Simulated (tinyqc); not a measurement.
Effective-mass impurity with a central-cell term, in a basis of Slater functions: one step, computed by the program tinyqc.

The envelope obeys H = -nabla^2 - (2/r) [Z + A exp(-kappa r)] in effective units, with kappa = a*/lambda; positive A deepens the well near the core.

Problem. Generalised eigenproblem. (T + V + W) c = E S c with c^T S c = 1 and the largest component positive.

Impurity: donor, one isotropic band.

kinetic T (Ry*), lower triangle (symmetric):
```
           1         2         3         4         5
1     0.2916
2  0.5376794    1.8225
3  0.5978105  3.360496  11.39062
4  0.4899397  3.736316  21.00310  71.19141
5  0.3459899  3.062123  23.35197  131.2694  444.9463
```

Coulomb V (Ry*), lower triangle (symmetric):
```
           1          2          3          4        5
1      -2.16
2  -2.787967       -5.4
3  -2.568371  -6.969918      -13.5
4  -1.930725  -6.420927  -17.42480     -33.75
5  -1.314249  -4.826813  -16.05232  -43.56199  -84.375
```

central cell W (Ry*), lower triangle (symmetric):
```
              1            2          3          4          5
1  -0.005162315
2   -0.02004239  -0.07782585
3   -0.07579634   -0.2944362  -1.114980
4    -0.2693462    -1.047236  -3.974375  -14.23898
5    -0.8343514    -3.250148  -12.39151  -44.87542  -144.7291
```

overlap S, lower triangle (symmetric):
```
          1         2         3         4         5
1  1.000000
2  0.737557  1.000000
3  0.328017  0.737557  1.000000
4  0.107531  0.328017  0.737557  1.000000
5  0.030375  0.107531  0.328017  0.737557  1.000000
```

Give: two lowest levels; coefficients of the lowest state; <T>; <W>.

Solution.

two lowest levels (Ry*): -4.423  -1.008

coefficients of the lowest state: -0.1250  0.6260  0.5543  -0.0717  0.0361

<T> = 5.726 Ry*

<W> = -0.8242 Ry*
